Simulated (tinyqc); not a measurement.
Trap density from two Hall measurements.

Problem. p-type body, charge-sheet picture, full ionisation (an idealisation for deep acceptors), Boltzmann statistics for free electrons. e = Ec - EF at the surface. psi = Eg - Vt ln(Nv/Na) - e; N_dep = sqrt(2 eps0 eps_r Na (psi - Vt)/q); n_f = sqrt(N_dep^2 + 2 eps0 eps_r Vt Nc exp(-e/Vt)/q) - N_dep; Vg = Vfb + psi + q (N_dep + n_t + n_f)/Cox, Cox = eps0 eox/tox. Find e and n_t at both points and the mean trap density between them.

Parameters, values chosen for the exercise; band and dielectric values close to those of 4H silicon carbide:
```
symbol    value   unit                                   meaning
T           300      K                               temperature
Eg         3.29     eV                                  band gap
eps_r      9.73                            relative permittivity
Nc      1.69e19  cm^-3    conduction-band density of states at T
Nv      2.54e19  cm^-3       valence-band density of states at T
eox         3.9           relative permittivity of the insulator
tox          73     nm                       insulator thickness
Na       4.5e15  cm^-3                          acceptor density
Vfb        -2.6      V  flat-band voltage without trapped charge
```

Constants: q = 1.602176634e-19 C, kB = 1.380649e-23 J/K, Vt = kB T/q, eps0 = 8.8541878128e-14 F/cm where lengths are in cm. Results are converted to the units shown.

Vg (V): 2.7937916  7.7162033
free sheet density from the Hall effect (cm^-2): 1.2221367e10  4.3393408e11

Answer. Each n_f fixes e; what the gate voltage holds beyond psi, N_dep and n_f is trapped; the difference quotient is the density, smeared over a few Vt.

e (eV): 0.1610  0.05700
n_t (cm^-2): 3.491e11  1.343e12
mean trap density = 9.560e12 cm^-2 eV^-1

Computed by the program tinyqc: `OMP_NUM_THREADS=1 python tinyqc.py 2222226 2222227 out.jsonl`, one thread of a shared Intel Xeon 2.30GHz, about 0.02 s for the whole run.
